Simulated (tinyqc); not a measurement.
Ways to converge the cycle: SCF convergence aids in the sto-6g basis, for BeH2, spin multiplicity 1. Computed by the program tinyqc with PySCF. RHF with one setting changed at a time; a run stops when the energy changes by less than 1e-09 hartree and the error matrix is below 1e-5. The start is the Wolfsberg-Helmholz matrix. Damping d keeps d of the old density; a shift (hartree) raises the virtual levels; DIIS n extrapolates F over n matrices.

Geometry (angstrom):
```
atom       x        y       z
Be    0.0000   0.0000  0.0000
H     0.0000   1.7730  0.0000
H     0.0000  -1.8400  0.0000
```

lowest restricted solution found by these runs and by PySCF = -15.593112 hartree

Largest element of the error matrix X^T (FDS - SDF) X:
```
iteration    plain  damping 0.3  damping 0.6  shift 0.4   DIIS 3   DIIS 8
1          2.3e-01      2.3e-01      2.3e-01    2.3e-01  2.3e-01  2.3e-01
2          2.4e-02      7.7e-02      1.4e-01    8.6e-02  2.4e-02  2.4e-02
3          7.3e-03      2.9e-02      9.0e-02    3.3e-02  7.2e-03  7.2e-03
4          2.1e-03      1.2e-02      5.7e-02    1.4e-02  1.1e-03  1.1e-03
5          6.8e-04      5.7e-03      3.7e-02    6.4e-03  5.6e-05  7.2e-06
6          2.2e-04      2.8e-03      2.4e-02    3.1e-03  3.3e-06  9.0e-07
8          2.3e-05      7.2e-04      1.1e-02    8.8e-04        -        -
10         2.3e-06      1.9e-04      4.9e-03    2.8e-04        -        -
14               -      1.5e-05      1.2e-03    2.8e-05        -        -
20               -            -      1.6e-04          -        -        -
30               -            -      6.6e-06          -        -        -
```

How each run ends:
```
run          iterations  E (hartree)         state
plain                10    -15.59311  lowest found
damping 0.3          18    -15.59311  lowest found
damping 0.6          37    -15.59311  lowest found
shift 0.4            16    -15.59311  lowest found
DIIS 3                7    -15.59311  lowest found
DIIS 8                6    -15.59311  lowest found
```

What does the comparison show, and why?

6 of 6 runs reach the lowest restricted solution found, in 6 to 37 iterations (fastest: DIIS 8). Plain steps already contract here, so damping only slows them. DIIS 3 and DIIS 8 gain by cancelling the error over several earlier matrices, much as a quasi-Newton step does.
